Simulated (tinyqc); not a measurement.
Precursor delivery by bubblers, mass-transport growth and the solid composition of a III-V alloy: one step, computed by the program tinyqc. Command: `OMP_NUM_THREADS=1 python tinyqc.py 3000536 3000537 out.jsonl movpe_thermo walk`. One thread of a shared host (Intel(R) Xeon(R) Processor @ 2.30GHz), about 0.01 s of CPU time with the checks.

1 sccm = 44.615 micromol/min; 1 torr = 133.322 Pa. The sources decompose fully at the surface.

Task: Partial pressures in the reactor. p_i = p n_i/(44615 F_t), F_t in slm; p_V = p F_V/(1000 F_t), counted per molecule supplied; V/III = 44.615 F_V/(n1 + n2); vapour fraction of source 2 = n2/(n1 + n2).

Inputs (values chosen for the exercise, modelled on trimethylgallium (source 1) and trimethylindium (source 2) for the vapour pressures):
```
quantity,value,unit
bath temperature T1,267,K
bath temperature T2,304,K
total flow F_t,8.5,slm
group-V flow F_V,86,sccm
reactor pressure p,760,torr
```

molar flow 1 = 33.42543 micromol/min

molar flow 2 = 23.49911 micromol/min

Give: p_1; p_2; p_V; V/III ratio; vapour fraction of source 2.

Result:

p_1 = 0.06699 torr

p_2 = 0.04709 torr

p_V = 7.689 torr

V/III ratio = 67.40

vapour fraction of source 2 = 0.4128
